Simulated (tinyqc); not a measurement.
Via and link resistance from two via chains.

Question. A chain of 2000 vias joined by 2000 metal links has R = 2000 (Rv + Rlink), with Rlink proportional to the link length. Find Rv, Rlink for length L, and the value of Rv that the short chain would give if the links were ignored.

resistance of chains of 2000 links with link lengths L and 3 L (ohm): [70000, 98000]

Solution. R per link is a straight line in the link length; its intercept at zero length is Rv.

Rv = 28.00 ohm
Rlink = 7.000 ohm
Rv without correction = 35.00 ohm

Program tinyqc, `OMP_NUM_THREADS=1 python tinyqc.py 2750035 2750036 out.jsonl`; Intel Xeon 2.30GHz, shared host, one thread, about 0.01 s.
